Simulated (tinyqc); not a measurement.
Worked calculation: Pariser-Parr-Pople SCF with singles CI, for the molecule C=CC=CC=CC=C (SMILES; centres numbered as the heavy atoms are written). One step of it, computed by the program tinyqc.

Question. Iteration 2: Fock matrix. F_rr = H_rr + P_rr gamma_rr / 2 + sum_(s != r) P_ss gamma_rs; F_rs = H_rs - P_rs gamma_rs / 2; E = tr P (H + F) / 2 + core repulsion sum_(r<s) z_r z_s gamma_rs.

P after iteration 1, order 1C, 2C, 3C, 4C, 5C, 6C, 7C, 8C:
```
[[1.000000, 0.885474, 0.000000, -0.356000, 0.000000, 0.233914, 0.000000, -0.181194],
 [0.885474, 1.000000, 0.454897, 0.000000, -0.085121, 0.000000, 0.025681, 0.000000],
 [0.000000, 0.454897, 1.000000, 0.791075, 0.000000, -0.333220, 0.000000, 0.233914],
 [-0.356000, 0.000000, 0.791075, 1.000000, 0.488733, 0.000000, -0.085121, 0.000000],
 [0.000000, -0.085121, 0.000000, 0.488733, 1.000000, 0.791075, 0.000000, -0.356000],
 [0.233914, 0.000000, -0.333220, 0.000000, 0.791075, 1.000000, 0.454897, 0.000000],
 [0.000000, 0.025681, 0.000000, -0.085121, 0.000000, 0.454897, 1.000000, 0.885474],
 [-0.181194, 0.000000, 0.233914, 0.000000, -0.356000, 0.000000, 0.885474, 1.000000]]
```

core matrix H (eV), order 1C, 2C, 3C, 4C, 5C, 6C, 7C, 8C:
```
[[-36.419811, -2.390000, 0.000000, 0.000000, 0.000000, 0.000000, 0.000000, 0.000000],
 [-2.390000, -42.305233, -2.390000, 0.000000, 0.000000, 0.000000, 0.000000, 0.000000],
 [0.000000, -2.390000, -45.592916, -2.390000, 0.000000, 0.000000, 0.000000, 0.000000],
 [0.000000, 0.000000, -2.390000, -46.953753, -2.390000, 0.000000, 0.000000, 0.000000],
 [0.000000, 0.000000, 0.000000, -2.390000, -46.953753, -2.390000, 0.000000, 0.000000],
 [0.000000, 0.000000, 0.000000, 0.000000, -2.390000, -45.592916, -2.390000, 0.000000],
 [0.000000, 0.000000, 0.000000, 0.000000, 0.000000, -2.390000, -42.305233, -2.390000],
 [0.000000, 0.000000, 0.000000, 0.000000, 0.000000, 0.000000, -2.390000, -36.419811]]
```

repulsion gamma_rs (eV), order 1C, 2C, 3C, 4C, 5C, 6C, 7C, 8C:
```
[[11.130000, 7.553811, 5.239097, 3.669634, 2.868738, 2.308123, 1.948800, 1.671608],
 [7.553811, 11.130000, 7.555782, 5.239144, 3.670455, 2.868753, 2.308487, 1.948800],
 [5.239097, 7.555782, 11.130000, 7.552428, 5.239097, 3.669634, 2.868753, 2.308123],
 [3.669634, 5.239144, 7.552428, 11.130000, 7.554257, 5.239097, 3.670455, 2.868738],
 [2.868738, 3.670455, 5.239097, 7.554257, 11.130000, 7.552428, 5.239144, 3.669634],
 [2.308123, 2.868753, 3.669634, 5.239097, 7.552428, 11.130000, 7.555782, 5.239097],
 [1.948800, 2.308487, 2.868753, 3.670455, 5.239144, 7.555782, 11.130000, 7.553811],
 [1.671608, 1.948800, 2.308123, 2.868738, 3.669634, 5.239097, 7.553811, 11.130000]]
```

Centres (angstrom, eV; a flat drawing with bonds scaled to 1.40 angstrom):
```
centre          x          y  core charge z          W   gamma_rr
1C      -4.252000  -0.231000              1  11.160000  11.130000
2C      -3.020000   0.434000              1  11.160000  11.130000
3C      -1.828000  -0.299000              1  11.160000  11.130000
4C      -0.596000   0.367000              1  11.160000  11.130000
5C       0.596000  -0.367000              1  11.160000  11.130000
6C       1.828000   0.299000              1  11.160000  11.130000
7C       3.020000  -0.434000              1  11.160000  11.130000
8C       4.252000   0.231000              1  11.160000  11.130000
```

Give: F; pi energy.

Answer.

F (eV), order 1C, 2C, 3C, 4C, 5C, 6C, 7C, 8C:
```
[[-5.5950, -5.7344, 0.0000, 0.6532, 0.0000, -0.2700, 0.0000, 0.1514],
 [-5.7344, -5.5950, -4.1086, 0.0000, 0.1562, 0.0000, -0.0296, 0.0000],
 [0.0000, -4.1086, -5.5950, -5.3773, 0.0000, 0.6114, 0.0000, -0.2700],
 [0.6532, 0.0000, -5.3773, -5.5950, -4.2360, 0.0000, 0.1562, 0.0000],
 [0.0000, 0.1562, 0.0000, -4.2360, -5.5950, -5.3773, 0.0000, 0.6532],
 [-0.2700, 0.0000, 0.6114, 0.0000, -5.3773, -5.5950, -4.1086, 0.0000],
 [0.0000, -0.0296, 0.0000, 0.1562, 0.0000, -4.1086, -5.5950, -5.7344],
 [0.1514, 0.0000, -0.2700, 0.0000, 0.6532, 0.0000, -5.7344, -5.5950]]
```

pi energy = -103.6974 eV
